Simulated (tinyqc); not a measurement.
Heterojunction of two tight-binding chains: one step. Wave numbers and velocities. Three cases, with inputs chosen for the exercise.

Problem. The left chain has hopping t1 and band bottom 0, the right one t2 and dE. cos(ka) = 1 - (E - bottom)/(2t); dE/dk = 2 t a sin(ka).

Case 1.

Values chosen (out of a larger set: masses and offset of the size met at InGaAs / InAlAs; not measured data): a = 5.65 angstrom (site spacing); dE = 0.48 eV (band offset); E = 0.523 eV (electron energy).

t1 = 2.652244 eV
t2 = 1.612851 eV

Case 2.

Values chosen (out of a larger set: masses and offset of the size met at InGaAs / InAlAs; not measured data): a = 2.8 angstrom (site spacing); dE = 0.61 eV (band offset); E = 0.704 eV (electron energy).

t1 = 12.788608 eV
t2 = 7.043002 eV

Case 3.

Values chosen (out of a larger set: masses and offset of the size met at GaN / AlGaN; not measured data): a = 5.65 angstrom (site spacing); dE = 0.53 eV (band offset); E = 0.57 eV (electron energy).

t1 = 0.585054 eV
t2 = 0.503591 eV

Give: ka; dE/dk.

Solution.

Case 1.

ka (rad): left 0.44779, right 0.16346

dE/dk (eV angstrom): left 12.9765, right 2.9659

Case 2.

ka (rad): left 0.23517, right 0.11559

dE/dk (eV angstrom): left 16.6869, right 4.5489

Case 3.

ka (rad): left 1.03228, right 0.28277

dE/dk (eV angstrom): left 5.6754, right 1.5878

Computed by tinyqc, one run a case: `OMP_NUM_THREADS=1 python tinyqc.py N N+1 out.jsonl` with N = 1451261, 1451496, 1451767; one thread of a shared Intel(R) Xeon(R) Processor @ 2.30GHz, about 0.01 s a run at most.
